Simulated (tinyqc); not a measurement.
Thin-film optics by transfer matrices: sweeps and comparisons. A value that a table varies takes the place of the one given here.

Indices N = n + i k. Snell: N0 sin(theta) = N_j sin(theta_j), with Im(N_j cos theta_j) >= 0. Admittance y_j = N_j cos theta_j for s and N_j/cos theta_j for p. Phase delta_j = 2 pi N_j cos theta_j d_j/lambda. Layer matrix [[cos delta, -i sin delta/y], [-i y sin delta, cos delta]], multiplied from the top down to M. (B, C) = M (1, y_sub); r = (y0 B - C)/(y0 B + C), R = |r|^2, T = 4 Re y0 Re y_sub/|y0 B + C|^2, absorbed in the films 1 - R - T.

Ellipsometry: rho = tan(Psi) exp(i Delta) = -conj(r_p/r_s) with the r of the admittance formula, Delta in 0 to 360 degrees, so that a bare dielectric at small angles gives Delta = 180.

Values chosen for the exercise (indices near those of polySi, SiO2 on W; shifted at random, so the results belong to these values and not to a real crystal): lam = 193 nm (vacuum wavelength); n0 = 1 (ambient index); n = (1.001, 1.571, 1.322) (n of polySi, SiO2, substrate); k = (2.236, 0, 2.997) (k in the same order); d = (14.7, 24.8) nm (thicknesses, top first); theta = 45 degrees (angle of incidence); pol = p (polarisation).

## Swing curve: thickness of the top film

The first entry of d takes the values listed.

Stack:
```
d_1 (nm)       R       T  absorbed
14.7      0.2987  0.0625    0.6388
31.4      0.4386  0.0053    0.5560
48.2      0.4475  0.0004    0.5521
64.9      0.4472  0.0000    0.5528
81.6      0.4471  0.0000    0.5529
98.4      0.4471  0.0000    0.5529
115.1     0.4471  0.0000    0.5529
131.8     0.4471  0.0000    0.5529
148.6     0.4471  0.0000    0.5529
165.3     0.4471  0.0000    0.5529
182.0     0.4471  0.0000    0.5529
198.7     0.4471  0.0000    0.5529
215.5     0.4471  0.0000    0.5529
```

R swings between 0.2987 and 0.4475 on these points. The period is lambda/(2 Re(N_1 cos theta_1)) = 100.4 nm, six rows. The swing shrinks from 0.1488 in the first period to 0.0000 in the second, as the film absorbs the wave that returns from below. The swing ratio (max - min)/mean is 0.34.

## Angle of incidence

Both polarisations.

Stack:
```
theta (degrees)     R_s     R_p    Psi   Delta
0                0.3782  0.3782  45.00  180.00
15               0.3966  0.3689  43.96  177.16
30               0.4516  0.3413  41.00  167.92
45               0.5410  0.2987  36.61  149.96
55               0.6183  0.2699  33.45  130.72
60               0.6620  0.2610  32.12  117.97
65               0.7091  0.2618  31.28  102.66
70               0.7597  0.2808  31.30   84.71
75               0.8138  0.3328  32.60   64.56
80               0.8718  0.4424  35.46   43.17
85               0.9337  0.6476  39.79   21.52
```

R_s and R_p agree at normal incidence (0.3782). R_p is lowest at 60 degrees of those listed (0.2610), where R_s = 0.6620; the top film absorbs, so there is only a pseudo-Brewster minimum. R_s rises steadily with the angle.

## Sensitivity of the reflectance

R for both polarisations. Each row changes one parameter from the base and keeps the others.

Results:
```
case                          R_s     R_p     T_s
base                       0.5410  0.2987  0.0262
d = (19.7, 24.8) nm        0.6081  0.3734  0.0120
n = (1.021, 1.571, 1.322)  0.5377  0.2948  0.0259
k = (2.236, 0, 3.307)      0.5435  0.3026  0.0225
lam = 198 nm               0.5380  0.2967  0.0272
theta = 50 degrees         0.5780  0.2834  0.0226
```

The largest shifts from the base row, up to three for each result and ties (the steps differ in size, so this ranks the rows, not the parameters). R_s: d +0.0671, theta +0.0369, n -0.0033. R_p: d +0.0747, theta -0.0153, k +0.0039, n -0.0039. T_s: d -0.0141, k -0.0036, theta -0.0036.

Program tinyqc; command `OMP_NUM_THREADS=1 python tinyqc.py 1651126 1651127 out.jsonl`; about 0.01 s on one thread of a shared Intel(R) Xeon(R) Processor @ 2.30GHz.
